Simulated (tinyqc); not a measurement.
Thermal RC ladder, step response: two steps of the calculation.

A ladder of 2 nodes: R_i joins node i to node i + 1, the last R to the ambient; C_i is the heat capacity of node i; theta is the rise above ambient, zero at t = 0. d theta/dt = -A theta + b with b = (Pw/C_1, 0, ...), times in ms.

Parameters, values chosen for the exercise: resistances, junction to ambient R = [0.81, 0.35] K/W; heat capacities of the nodes C = [0.39, 6.6] mJ/K; power at node 1 from t = 0 Pw = 6.8 W; time step dt = 0.58 ms.

Task 1. Time constants and Foster resistances. A = C^(-1) K, K_ii = 1/R_(i-1) + 1/R_i (no first term for node 1), K_(i,i+1) = K_(i+1,i) = -1/R_i. The time constants tau_k are the inverse eigenvalues of A; the rise of node 1 per watt is Z(t) = sum_k r_k (1 - exp(-t/tau_k)), with r_k = v_k1^2 tau_k/C_1 and v_k the unit eigenvectors of C^(-1/2) K C^(-1/2).

Give: tau_k, rising; r_k.

Result 1.

tau_k, rising (ms): [0.29585, 2.4665]
r_k (K/W): [0.70388, 0.45612]

The r_k add up to the sum of the R_i, 1.160 K/W; the slowest constant is 8.34 times the fastest.

Task 2. One time step. Implicit Euler: (1 + dt A) theta(new) = theta + dt b.

A (1/ms):
```
            node 1      node 2
node 1   3.1655587  -3.1655587
node 2  -0.1870557   0.6199562
```

theta after step 2 (K): node 1 5.3088138, node 2 0.6443313

Give: theta after step 3.

Result 2.

theta after step 3 (K): node 1 6.058, node 2 0.957

Computed by the program tinyqc: `OMP_NUM_THREADS=1 python tinyqc.py 2520056 2520057 out.jsonl`, one thread of a shared Intel Xeon 2.30GHz, about 0.01 s for the whole run.
